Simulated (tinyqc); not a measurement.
# Inputs raised by 5 %, one at a time

Model: decay of LO phonons and the hot-phonon bottleneck in the cooling of electrons. Computed by tinyqc, a small Python program. Command: `OMP_NUM_THREADS=1 python tinyqc.py 3001321 3001322 out.jsonl hotphonon sens`. One thread of a shared host (Intel(R) Xeon(R) Processor @ 2.30GHz), about 0.01 s of CPU time with the checks.

n(E, T) = 1/(exp(E/(k_B T)) - 1) is the Bose occupation. Electrons have a temperature T_e; the LO modes within their reach share one occupation N; the decay products stay at the lattice temperature.

Inputs (values chosen for the exercise, modelled on indium arsenide):
```
quantity                                             value    unit
LO energy hbar omega                                  30.6     meV
lifetime at T = 0, tau_0                               8.9      ps
lattice temperature T                                  300       K
electron mass m*                                    0.0268     m_0
eps_inf                                               12.4       -
static dielectric constant eps_s                      14.7       -
electron density n                                 7.2e+17  1/cm^3
density of LO modes that the electrons reach, N_m  1.1e+19  1/cm^3
power supplied per electron P                         0.43      nW
```

Decay channel: two equal phonons (Klemens).

Constants: k_B = 8.617333262e-05 eV/K; c = 299792458 m/s; e^2/(4 pi eps_0) = 14.39964548 eV angstrom; hbar^2/(2 m_0) = 3.80998212 eV angstrom^2; hbar = 6.582119569e-16 eV s; e = 1.602176634e-19 C.

Method:
- Decay rate 1/tau = (1/tau_0) [1 + 2 n(hbar omega/2)].
- Full width Gamma = 1/(2 pi c tau) in 1/cm, c in cm/s.
- Froehlich coupling alpha = (e^2/(4 pi eps_0)) (1/eps_inf - 1/eps_s) k_0/(2 hbar omega), k_0 = sqrt(m* hbar omega/(hbar^2/(2 m_0))); emission time tau_sp = hbar/(2 alpha hbar omega); bottleneck ratio r = (n/N_m) tau/tau_sp.
- Net emission per electron: [(N + 1) x - N]/tau_sp with x = exp(-hbar omega/(k_B T_e)), a simple two-level balance; steady state of the modes: n [(N + 1) x - N]/tau_sp = N_m (N - N_0)/tau; power per electron P = hbar omega [(N + 1) x - N]/tau_sp.
- With p = P tau_sp/(hbar omega): N = N_0 + r p and x = (p + N)/(N + 1); without hot phonons N = N_0. The mode temperature T_LO solves n(hbar omega, T_LO) = N.

Runs; columns: (1) input moved; (2) from; (3) to; (4) electron temperature T_e (K); (5) mode temperature T_LO (K); (6) LO occupation N; (7) T_e without hot phonons (K):
```
(1)                                                             (2)        (3)    (4)    (5)     (6)    (7)
base run                                                          -          -  318.6  305.8  0.4559  312.7
LO energy hbar omega (meV)                                     30.6      32.13  318.4  306.2  0.4203  312.2
lifetime at T = 0, tau_0 (ps)                                   8.9      9.345  318.9  306.1  0.4567  312.7
lattice temperature T (K)                                       300        315  333.5  320.5  0.4931  327.9
static dielectric constant eps_s                               14.7     15.435  315.9  305.8  0.4559  310.0
electron density n (1/cm^3)                                 7.2e+17   7.56e+17  318.9  306.1  0.4567  312.7
density of LO modes that the electrons reach, N_m (1/cm^3)  1.1e+19  1.155e+19  318.3  305.6  0.4552  312.7
power supplied per electron P (nW)                             0.43     0.4515  319.5  306.1  0.4567  313.3
```

Exponents ln(y'/y) / ln(x'/x):
```
input                                              electron temperature T_e  mode temperature T_LO  LO occupation N  T_e without hot phonons
LO energy hbar omega                                                 -0.010                  0.023           -1.670                   -0.032
lifetime at T = 0, tau_0                                              0.019                  0.020            0.033                    0.000
lattice temperature T                                                 0.936                  0.961            1.607                    0.973
static dielectric constant eps_s                                     -0.170                  0.000            0.000                   -0.173
electron density n                                                    0.019                  0.020            0.033                    0.000
density of LO modes that the electrons reach, N_m                    -0.018                 -0.019           -0.031                    0.000
power supplied per electron P                                         0.061                  0.020            0.033                    0.042
```

Among the inputs moved here: electron temperature T_e answers most in size to lattice temperature T (exponent +0.936), next to static dielectric constant eps_s (-0.170). Mode temperature T_LO answers most in size to lattice temperature T (exponent +0.961), next to LO energy hbar omega (+0.023); its exponent is below 0.0005 for static dielectric constant eps_s. LO occupation N answers most in size to LO energy hbar omega (exponent -1.670), next to lattice temperature T (+1.607); its exponent is below 0.0005 for static dielectric constant eps_s. T_e without hot phonons answers most in size to lattice temperature T (exponent +0.973), next to static dielectric constant eps_s (-0.173); its exponent is below 0.0005 for lifetime at T = 0, tau_0, electron density n, density of LO modes that the electrons reach, N_m. Its exponent 0.000 in electron density n: without hot phonons each electron cools on its own.

Caution (all rows): the electrons are degenerate; Pauli blocking and the Fermi energy, left out here, matter.
